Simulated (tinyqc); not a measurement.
# Crystallisation kinetics and data retention of a phase-change cell: effects of single changes

Johnson-Mehl-Avrami-Kolmogorov law X = 1 - exp(-y^n), y = integral of k dt, k = (1/100 s) exp[-(Ec q/kB)(1/T - 1/T1)].

Values chosen for this exercise; values of the order of Ge-Sb-Te and related chalcogenides:
- Ec = 2.62 eV (activation energy of crystallisation)
- T1 = 425 K (temperature at which the rate k is 1/(100 s))
- n = 4 (Avrami exponent)
- Xf = 0.3 (crystalline share at which the state is lost)
- T = 380 K (storage temperature)

Constants: q = 1.602176634e-19 C, kB = 1.380649e-23 J/K. Results are converted to the units shown.

Each table varies one quantity; the others keep the values above.

## Kissinger analysis

Tp is the temperature of the largest dX/dt on a ramp of rate b (b in K/min in the logarithm).

Results:
```
b (K/min)	Tp (K)	q/kB Tp (1/eV)	ln(b/Tp^2)	X at the peak
0.5	414.08	28.025	-12.745	0.62970
1	417.92	27.767	-12.071	0.62968
5	427.11	27.170	-10.505	0.62963
10	431.20	26.912	-9.8306	0.62961
20	435.36	26.655	-9.1566	0.62959
50	440.99	26.315	-8.2660	0.62955
100	445.34	26.058	-7.5925	0.62953
```

Estimate the missing row, b = 2 K/min.

Computed row:
```
b (K/min)	Tp (K)	q/kB Tp (1/eV)	ln(b/Tp^2)	X at the peak
2	421.83	27.510	-11.396	0.62966
```

With this row back in the table: Tp rises from 414 to 445 K. The slope of ln(b/Tp^2) against q/kB Tp between the end rows is -2.619 eV, against Ec = 2.62 eV, and X at the peak stays near 1 - 1/e = 0.632 (0.630 to 0.630).

## Effect of the activation energy at a fixed measured point

Same model as above.

At fixed T the state fails at t = (-ln(1 - Xf))^(1/n)/k; ten years are 3.15576e8 s. k at T1 is held.

Results:
```
Ec (eV)	temperature for ten years (K)	time to fail at T (years)
1.5	309.8	3.129e-4
1.8	324.5	8.254e-4
2.1	335.8	0.002177
2.4	344.9	0.005744
2.7	352.3	0.01515
3	358.4	0.03997
3.6	368.0	0.2782
```

Estimate the missing row, Ec = 3.3 eV.

Computed row:
```
Ec (eV)	temperature for ten years (K)	time to fail at T (years)
3.3	363.6	0.1055
```

With this row back in the table: The ten-year temperature rises from 310 to 368 K, and the projected life at 380 K spans 2.95 decades: an error of 0.1 eV changes it by a factor of 1.38.

Range of the model: One Arrhenius rate is assumed; incubation, growth from the boundary and the non-Arrhenius kinetics of the supercooled liquid are left out.

Program tinyqc, `OMP_NUM_THREADS=1 python tinyqc.py 2490052 2490053 out.jsonl`; Intel Xeon 2.30GHz, shared host, one thread, about 0.03 s.
